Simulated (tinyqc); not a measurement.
Worked calculation: ROHF in the sto-3g basis, for BeH, spin multiplicity 2. One step of it, computed by the program tinyqc.

Task: Iteration 2: DIIS coefficients. Solve [B -1; -1 0][c; lambda] = [0; -1] for the coefficients, which sum to one.

B (overlaps of the stored error matrices):
```
               1              2
1  3.1467801e-02  3.0075028e-02
2  3.0075028e-02  2.8675389e-01
```

Give: DIIS coefficients.

Result:

DIIS coefficients: 0.9946  0.0054
